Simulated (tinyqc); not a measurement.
Hall effect and magnetoresistance of several carrier groups with constant relaxation times: one step, computed by the program tinyqc.

Group 1 has charge -e and group 2 charge +e; s_i is that sign. B lies along z; mu B is formed with mu in m^2/(V s).

Question. Back from four measured limits to the two groups. With z_i = s_i mu_i and w_i = s_i n_i the moments M_k = w1 z1^k + w2 z2^k are M_(-1) = (1 + MR_sat) M_0^2/M_1, M_0 = 1/(e R_strong), M_1 = sigma(0)/e, M_2 = R_weak sigma(0)^2/e. The z_i are the roots of z^2 + p z + q with M_2 + p M_1 + q M_0 = 0 and M_1 + p M_0 + q M_(-1) = 0; then w follows from M_0 and M_1. Group 1 is the faster.

Carriers: electrons and holes. Densities: per area (a thin layer).

R_H at strong field = -562805.1 cm^2/C

sigma at B = 0 = 0.007154488 S

R_H at weak field = -513983.7 cm^2/C

saturation MR = 135.7582 %

Constants: e = 1.602176634e-19 C.

Give: p and q; signed mobilities s_i mu_i; densities.

Answer.

p and q: 3420  -1.036e+06

signed mobilities s_i mu_i (cm^2/(V s)): -3700  280.0

densities (1/cm^2): 1.20e+13  9.100e+11
